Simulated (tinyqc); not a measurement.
Non-radiative capture by multiphonon emission, one effective mode: one step, computed by the program tinyqc.

The initial state (free carrier plus empty centre) lies dE above the final state; both have the same frequency and are displaced by dQ.

Task: Scaled coefficient, cross-section and lifetime. Sommerfeld factor of an attractive centre: s(k) = 2 pi nu/(1 - exp(-2 pi nu)), nu = sqrt(Ry*/E), Ry* = Ry m/eps^2, averaged over (2/sqrt(pi)) sqrt(x) exp(-x) dx with x = E/k_B T = t^2 (trapezoid, t to 6 in steps of 0.01). C = s C_0; v = sqrt(3 k_B T/m); sigma = C/v; tau = 1/(C N_t).

Inputs (values chosen for the exercise, with mass, screening and phonons like those of beta-Ga2O3):
```
quantity                 value   unit
carrier mass m           0.272    m_0
dielectric constant eps   9.99      -
temperature T              120      K
defect density N_t       1e+13  cm^-3
```

Centre: attractive.

C_0 = 1.203235e-10 cm^3/s

Constants: Ry = 13.605693123 eV; k_B = 8.617333262e-05 eV/K; k_B = 1.380649e-23 J/K; m_0 = 9.1093837015e-31 kg.

Give: Sommerfeld factor s; capture coefficient C; thermal velocity v; cross-section sigma; capture time.

Result:

Sommerfeld factor s = 13.43

capture coefficient C = 1.616e-09 cm^3/s

thermal velocity v = 1.416e+07 cm/s

cross-section sigma = 1.141e-16 cm^2

capture time = 6.189e-05 s

Caution: the largest term is not the one nearest energy conservation, so C_0 depends strongly on the broadening b.
